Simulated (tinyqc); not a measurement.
Worked calculation: plane-wave Kohn-Sham cycle with exchange-only LDA in a layered model solid. One step of it, computed by the program tinyqc.

Task: Iteration 2: levels at that k. Diagonalise the Hermitian matrix.

H (hartree), order -3, -2, -1, +0, +1, +2, +3:
$$\begin{pmatrix}
1.825190 & -0.221049 & 0.000282 & -0.000202 & -0.000021 & 0.000005 & 0.000002 \\
-0.221049 & 0.595758 & -0.221049 & 0.000282 & -0.000202 & -0.000021 & 0.000005 \\
0.000282 & -0.221049 & -0.087260 & -0.221049 & 0.000282 & -0.000202 & -0.000021 \\
-0.000202 & 0.000282 & -0.221049 & -0.223863 & -0.221049 & 0.000282 & -0.000202 \\
-0.000021 & -0.000202 & 0.000282 & -0.221049 & 0.185948 & -0.221049 & 0.000282 \\
0.000005 & -0.000021 & -0.000202 & 0.000282 & -0.221049 & 1.142172 & -0.221049 \\
0.000002 & 0.000005 & -0.000021 & -0.000202 & 0.000282 & -0.221049 & 2.644811
\end{pmatrix}$$

Give: eigenvalues.

Result:

eigenvalues (hartree): [-0.4558, -0.0508, 0.2568, 0.6297, 1.1613, 1.8645, 2.6771]
